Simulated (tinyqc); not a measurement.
## Inverter chain driving a load

N inverters, each f = Hc^(1/N) times larger than the one before: delay tau N (f + pp). Switched capacitance in units of the first input, with output capacitance pp times the input: Hc + (1 + pp)(Hc - 1)/(f - 1).

Inputs (values chosen for the exercise):
```
symbol  value  unit                                       meaning
Hc         68        load over the input capacitance of the chain
pp          1                      parasitic delay of an inverter
tau       3.7    ps                                    delay unit
```

Results:

| N | f | delay (ps) | switched capacitance |
|---|---|---|---|
| 1 | 68.000 | 255.30 | 70.000 |
| 2 | 8.2462 | 68.422 | 86.492 |
| 3 | 4.0817 | 56.406 | 111.48 |
| 4 | 2.8716 | 57.300 | 139.60 |
| 5 | 2.3254 | 61.520 | 169.10 |
| 7 | 1.8272 | 73.225 | 229.99 |

Estimate the missing row, N = 6.

Computed row:

| N | f | delay (ps) | switched capacitance |
|---|---|---|---|
| 6 | 2.0203 | 67.051 | 199.33 |

With this row back in the table: The delay goes from 255 through a minimum of 56.4 (at N = 3 among the rows listed) to 73.2 ps. The best stage effort solves pp + rho (1 - ln rho) = 0, rho = 3.59, which gives N = ln Hc/ln rho = 3.30. One stage fewer than the best costs 21 % in delay and saves 22 % of the switched capacitance.

Program tinyqc, `OMP_NUM_THREADS=1 python tinyqc.py 2082079 2082080 out.jsonl`; Intel Xeon 2.30GHz, shared host, one thread, about 0.01 s.
